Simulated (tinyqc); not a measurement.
From results back to parameters: Weaire-Thorpe hybrids on a Bethe lattice: gap and dangling bond of an amorphous tetrahedral solid. Two cases, with inputs chosen for the exercise.

Problem. In the Weaire-Thorpe model the two p-like peaks lie at -V2 + V1 and V2 + V1, and the guaranteed gap is 2 V2 - 4 V1. The peak positions come from hidden V1 and V2.

Find: V1, V2; guaranteed gap; lowest possible level -3 V1 - V2.

Method. The mean of the peaks is V1 and half their distance V2.

Case 1.

peaks (eV): bonding -2.900, antibonding 6.400

Solution.

V1, V2 (eV): 1.75  4.65

guaranteed gap = 2.30 eV
lowest possible level -3 V1 - V2 = -9.90 eV

Case 2.

peaks (eV): bonding -2.790, antibonding 6.330

Solution.

V1, V2 (eV): 1.77  4.56

guaranteed gap = 2.04 eV
lowest possible level -3 V1 - V2 = -9.87 eV

Computed by tinyqc, one run a case: `OMP_NUM_THREADS=1 python tinyqc.py N N+1 out.jsonl` with N = 1450035, 1450048; one thread of a shared Intel(R) Xeon(R) Processor @ 2.30GHz, about 0.03 s a run at most.
